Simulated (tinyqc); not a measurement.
Debye-Callaway model of lattice thermal conductivity: one step, computed by the program tinyqc. Command: `OMP_NUM_THREADS=1 python tinyqc.py 3011542 3011543 out.jsonl callaway walk`. One thread of a shared host (Intel(R) Xeon(R) Processor @ 2.30GHz), about 0.01 s of CPU time with the checks.

Three acoustic branches with one velocity v, cut at omega_D = k_B Theta/hbar; x = hbar omega/(k_B T). v and Theta are separate inputs: Theta cuts off the heat-carrying modes, so C need not reach 3 k_B/V. gamma is an effective value that sets the umklapp rate. Heat flows along the film.

Task: The integrand on a coarse grid. Rates: point defects A omega^4; umklapp B omega^2 T exp(-Theta/(b T)) with B = hbar gamma^2/(M v^2 Theta); normal processes f_N B omega^2 T (T/Theta)^2. Film: the bulk time tau of each mode, from the resistive rates above, is multiplied by the Fuchs-Sondheimer factor F = (3/2) int_0^1 (1 - u^2) [1 - (1 - p) (u/d) (1 - E)/(1 - p E)] du, with E = exp(-d/u), d = t/(v tau), by 48 Gauss-Legendre points in z with u = z^4; the boundary rate is defined as 1/(F tau) - 1/tau. x runs in ten equal steps to min(Theta/T, 12); g = x^4 e^x/(e^x - 1)^2; tau_C is the inverse of all rates summed; the last column is c tau_C g with c = (k_B/(2 pi^2 v)) (k_B T/hbar)^3.

Inputs (values chosen for the exercise, modelled on germanium):
```
quantity,value,unit
sound velocity v,3840,m/s
Debye temperature Theta,363,K
mean atomic mass M,72.63,u
effective Grueneisen parameter gamma,2.12,-
umklapp exponent divisor b,2.5,-
film thickness t,0.02,micrometre
specularity p,0.4,-
normal-process factor f_N,1.8,-
temperature T,400,K
```

Sample: film. Point defects: alloy. Normal processes: included.

Rayleigh coefficient A = 3.390819e-42 s^3

Constants: k_B = 1.380649e-23 J/K; hbar = 1.054571817e-34 J s; u = 1.6605390666e-27 kg.

Give: Integrand.

Result:

Integrand:
```
x,g,tau_C (s),c tau_C g (W/(m K))
0.09075,0.0082,1.899e-11,4.088
0.18150,0.0329,6.733e-12,5.786
0.27225,0.0737,2.773e-12,5.344
0.36300,0.1303,1.257e-12,4.287
0.45375,0.2024,6.236e-13,3.302
0.54450,0.2893,3.363e-13,2.545
0.63525,0.3902,1.948e-13,1.989
0.72600,0.5045,1.197e-13,1.580
0.81675,0.6312,7.728e-14,1.276
0.90750,0.7693,5.195e-14,1.045
```

Among these rows the integrand is largest at x = 0.18.
